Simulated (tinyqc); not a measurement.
What each parameter does: parabolic quantum dot in a magnetic field (Fock-Darwin).

Two dimensions, V = m w0^2 r^2/2, one valley. hbar wc = 2 muB B/m, W = sqrt(w0^2 + wc^2/4), E(n, l, s) = (2n + |l| + 1) hbar W - l hbar wc/2 + s gs muB B, n = 0, 1, ..., l = 0, +/-1, ..., s = +/-1/2; length lam = sqrt(2c/(m hbar W)), c = hbar^2/2m0.

Exact treatment: the centre of mass separates with energy W, and the relative motion obeys [-(2c/m) Laplacian + (2c/m) r^2/(2 lam^2)^2 + q/(eps r)] psi = e_l psi for angular number l, solved in 14 Gaussians r^l exp(-a r^2), a = 1.7^i/(4 lam^2), i = -3 to 10. E(S) = W + e_0, E(T) = W + e_1 - wc/2 - Ez.

Constants: muB = 5.788381798e-05 eV/T; hbar^2/2m0 = 3.80998211 eV angstrom^2; e^2/(4 pi eps0) = 14.39964547 eV angstrom.

Parameters, chosen for this exercise (near those of a gate-defined dot in Si; not measured data): m = 0.19 m0 (mass); gs = 1.9 (g factor); w0 = 1.3 meV (confinement energy hbar w0); B = 3.16 T (magnetic field); eps = 12 (dielectric constant).

The two modes W +/- wc/2, lam and the exact E(T) - E(S), with q = e^2/(4 pi eps0) and Ez = |gs| muB B. Each row changes one parameter from the base and keeps the others.

Results:
```
case           upper mode (meV)  lower mode (meV)  lam (angstrom)  E(T) - E(S) (meV)
base                      2.580             0.655           157.5              -0.92
B = 1.9 T                 2.002             0.844           167.9              -0.46
w0 = 1.04 meV             2.380             0.454           168.2              -0.98
m = 0.2185 m0             2.383             0.709           150.2              -0.83
gs = 2.85                 2.580             0.655           157.5              -1.09
eps = 10.2                2.580             0.655           157.5              -0.96
```

The largest shifts from the base row, up to three for each result and ties (the steps differ in size, so this ranks the rows, not the parameters). upper mode (meV): B -0.578, w0 -0.200, m -0.197; unchanged at the printed digits by gs and eps. lower mode (meV): w0 -0.200, B +0.189, m +0.054; unchanged at the printed digits by gs and eps. lam (angstrom): w0 +10.8, B +10.4, m -7.3; unchanged at the printed digits by gs and eps. E(T) - E(S) (meV): B +0.46, gs -0.17, m +0.09.

(tinyqc, `OMP_NUM_THREADS=1 python tinyqc.py 1282178 1282179 out.jsonl`, Intel(R) Xeon(R) Processor @ 2.30GHz, 1 thread, shared host, about 0.04 s.)
